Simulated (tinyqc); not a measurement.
# Hot electrons in a saturated n-channel MOSFET, lucky-electron model: effects of single changes

Beyond pinch-off the lateral field grows as Esat cosh(y/l) over the velocity-saturated region (pseudo-two-dimensional model). Impact ionisation in this region gives the substrate current, which biases the body forward through Rsub. Currents are per width. Local-field laws: they overstate ionisation when the field peak is narrower than an energy relaxation length.

Values chosen for this exercise; values close to those of silicon n-channel devices:
```
symbol,value,unit,meaning
L,0.35,um,channel length
tox,8.5,nm,oxide thickness
xj,95,nm,junction depth
VT,0.67,V,threshold
mu,290,cm^2/(V s),effective mobility
vs,7.8e6,cm/s,saturation velocity
Ai,2e6,1/cm,ionisation prefactor
Bi,1.75,MV/cm,ionisation field
Rd,0,ohm um,resistance of the lightly doped drain
Rsub,2400,ohm um,substrate resistance
kb,0.48,,fall of VT per volt of forward body bias
m,3.1,,lifetime exponent
Hl,1700,s uA/um,lifetime constant
Vd,2.7,V,drain voltage
Vg,1.6,V,gate voltage
```

Constants: eps0 = 8.8541878128e-14 F/cm where lengths are in cm. Results are converted to the units shown.

Each table varies one quantity; the others keep the values above.

## Effect of the channel length

Cox = 3.9 eps0/tox, l = sqrt(3 tox xj), Esat = 2 vs/mu. Overdrive g = Vg - VT + kb Vb; Vdsat = g Esat L/(g + Esat L); Id = Cox vs (g - Vdsat); dV = Vd - Id Rd - Vdsat; Em = sqrt((dV/l)^2 + Esat^2); Isub = Id (Ai/Bi) l Em exp(-Bi/Em). Vb = Rsub Isub is solved self-consistently. Lifetime tau = (Hl/Id)(Isub/Id)^(-m); 1 year = 3.15576e7 s.

Effect of the channel length:
```
L (um)  Id (uA/um)  Em (MV/cm)  Isub (uA/um)  Isub/Id  tau (years)
0.17         150.9      0.4576         8.480  0.05619     0.002684
0.25         121.8      0.4397         5.630  0.04622     0.006090
0.35         98.21      0.4251         3.828  0.03898      0.01281
0.49         77.28      0.4121         2.564  0.03318      0.02683
0.7          58.59      0.4004         1.669  0.02848      0.05679
0.99         43.92      0.3912         1.103  0.02512       0.1119
1.4          32.45      0.3840        0.7356  0.02267       0.2081
```

As L goes from 0.17 to 1.4 um, Em falls from 0.458 to 0.384 MV/cm, Isub falls from 8.48 to 0.736 uA/um and tau rises from 0.00268 to 0.208 years. From the first row to the last, log10(tau) changes by 1.9: 1.2 from (Isub/Id)^(-m), which holds Em and l, and 0.67 from 1/Id. At L = 0.17 um the saturated region takes over 60 % of L, so using the full L in Vdsat is rough.

## Effect of the gate voltage

Same model as above.

Result of one run:
```
Vg (V)  Id (uA/um)  Em (MV/cm)  Isub (uA/um)  Isub/Id  tau (years)
1.52         84.47      0.4325         3.596  0.04257      0.01134
```

What becomes of these results when the gate voltage Vg is changed from 1.52 to 2 V, all else the same?

Result of the changed run:
```
Vg (V)  Id (uA/um)  Em (MV/cm)  Isub (uA/um)  Isub/Id  tau (years)
2            175.6      0.3935         4.553  0.02594      0.02534
```

The whole series:
```
Vg (V)  Id (uA/um)  Em (MV/cm)  Isub (uA/um)  Isub/Id  tau (years)
0.82         3.526      0.5230        0.3655   0.1037      0.01721
1.05         20.39      0.4871         1.537  0.07539     0.007984
1.29         49.10      0.4566         2.731  0.05562     0.008510
1.52         84.47      0.4325         3.596  0.04257      0.01134
1.76         127.6      0.4114         4.198  0.03291      0.01668
2            175.6      0.3935         4.553  0.02594      0.02534
2.23         225.2      0.3787         4.725  0.02098      0.03812
2.47         280.1      0.3653         4.781  0.01707      0.05811
2.7          335.1      0.3540         4.754  0.01419      0.08615
```

As Vg goes from 0.82 to 2.7 V, Em falls from 0.523 to 0.354 MV/cm, Isub goes from 0.366 through a maximum of 4.78 (at Vg = 2.47 V among the rows listed) to 4.75 uA/um and tau goes from 0.0172 through a minimum of 0.00798 (at Vg = 1.05 V among the rows listed) to 0.0862 years. Id grows with Vg while the rising Vdsat lowers the field, hence the bell shape; the peak row has Vg/Vd = 0.91. At Vg = 0.82 V Isub/Id passes 0.1, where multiplication of the secondary carriers, left out here, counts.

## Effect of the drain voltage

Same model as above.

Effect of the drain voltage:
```
Vd (V)  Id (uA/um)  Em (MV/cm)  Isub (uA/um)    Isub/Id  tau (years)
1.7         97.447     0.22543      0.052532  5.3908e-4       7489.6
1.89        97.474     0.26306       0.18618  0.0019101       148.32
2.07        97.531     0.29892       0.47024  0.0048214       8.4015
2.26        97.644     0.33691        1.0267   0.010515      0.74838
2.44        97.816     0.37297        1.8813   0.019233      0.11491
2.63        98.085     0.41107        3.2119   0.032746     0.022016
2.81        98.435     0.44717        4.9447   0.050233    0.0058227
3           98.917     0.48527        7.3317   0.074119    0.0017349
```

Read the table: what changes, and by how much?

As Vd goes from 1.7 to 3 V, Em rises from 0.225 to 0.485 MV/cm, Isub rises from 0.0525 to 7.33 uA/um and tau falls from 7490 to 0.00173 years. The slope of ln(tau) against 1/Vd is 66.3 V between the first two rows and 53.7 V between the last two; ten years are last met at Vd = 1.89 V among the rows. At Vd = 1.7 V tau is a far extrapolation that only says that hot carriers are no limit.

tinyqc, about 0.01 s, one thread, Intel Xeon 2.30GHz (shared host): `OMP_NUM_THREADS=1 python tinyqc.py 2550118 2550119 out.jsonl`
